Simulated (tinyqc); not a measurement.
Ballistic Schottky-barrier transistor with a two-dimensional channel, WKB contacts: two steps of the calculation.

Source Fermi level 0, drain Fermi level -Vd. Far from the contacts Ec = pn - psi, and the gate moves psi one to one; the band edges relax as exp(-x/lam) from pn at the source and pn - Vd at the drain; Ev = Ec - Eg. A carrier of energy w inside the channel band meets at a contact a barrier of height D (the contact edge beyond the channel edge): T = 1 for w >= D, else exp(-S), S = 4 lam sqrt(m/C) [sqrt(D - w) - sqrt(w) arctan sqrt((D - w)/w)], C = hbar^2/(2 m0). The two contacts combine as Ts Td/(Ts + Td - Ts Td).

Values chosen for this exercise; channel values close to those of a black phosphorus layer:
- T = 300 K (temperature)
- pn = 0.25 eV (barrier for electrons at both contacts)
- mn = 0.16 m0 (electron mass)
- g = 1 (valleys or subbands)
- lam = 2 nm (screening length at the contacts)
- Vd = 0.5 V (drain bias)
- ps = 0.44 V (band shift psi of the channel by the gate)
- w0 = 0.17 eV (energy of one carrier inside the channel band)
- wm = 0.62 eV (upper end of the grid)
- nE = 13 (points of the grid)

Constants: q = 1.602176634e-19 C, kB = 1.380649e-23 J/K, hbar = 1.054571817e-34 J s, h = 6.62607015e-34 J s, m0 = 9.1093837015e-31 kg, Vt = kB T/q, hbar^2/(2 m0) = 0.0380998212 eV nm^2. Results are converted to the units shown.

Task 1. Transmission of one of the electrons. S and T at both contacts for w = w0, and the tunnelling distance lam ln(D/w) at the higher barrier.

D for electrons (eV): source 0.44000000, drain -0.06000000

Wanted: S at the source; S at the drain; combined T; tunnelling distance.

Result 1.

S at the source = 2.435
S at the drain = 0
combined T = 0.08761
tunnelling distance = 1.902 nm

Task 2. Current of the electrons on a coarse grid. I/W = g (2 q^2/h) int T(w) [N(Es + w) - N(Ed + w)] dw with w the energy of motion along the channel, N(y) = (1/2 pi) sqrt(pi m kB T/C) Fm(-y/kB T), Fm(x) = (1/sqrt(pi)) int_0^infinity u^(-1/2)/(1 + exp(u - x)) du. Electrons: Ds = psi, Dd = psi - Vd, Es = Ec, Ed = Ec + Vd. Holes: Ds = -psi, Dd = Vd - psi, Es = -Ev, Ed = -Ev - Vd. The size of each current is taken; both flow from drain to source and add. Simpson's rule on nE equally spaced w from 0 to wm.

Wanted: w; Ts; Td; T; size of the supply difference; current.

Result 2.

```
point  w (eV)        Ts     Td         T  size of the supply difference (1/um)
0      0.0000  1.893e-5  1.000  1.893e-5                                 281.9
1      0.0517  0.003461  1.000  0.003461                                 238.5
2      0.1033   0.02023  1.000   0.02023                                 183.7
3      0.1550   0.06621  1.000   0.06621                                 110.1
4      0.2067    0.1589  1.000    0.1589                                 36.03
5      0.2583    0.3095  1.000    0.3095                                 6.297
6      0.3100    0.5140  1.000    0.5140                                0.8900
7      0.3617    0.7453  1.000    0.7453                                0.1213
8      0.4133    0.9461  1.000    0.9461                               0.01646
9      0.4650     1.000  1.000     1.000                              0.002231
10     0.5167     1.000  1.000     1.000                              3.023e-4
11     0.5683     1.000  1.000     1.000                              4.098e-5
12     0.6200     1.000  1.000     1.000                              5.553e-6
```

current = 80.69 uA/um

Range of the model: No scattering, image-force lowering, channel charge or band-to-band tunnelling; parabolic kappa overstates S deep in the gap.

Program tinyqc, `OMP_NUM_THREADS=1 python tinyqc.py 2390117 2390118 out.jsonl`; Intel Xeon 2.30GHz, shared host, one thread, about 0.3 s.
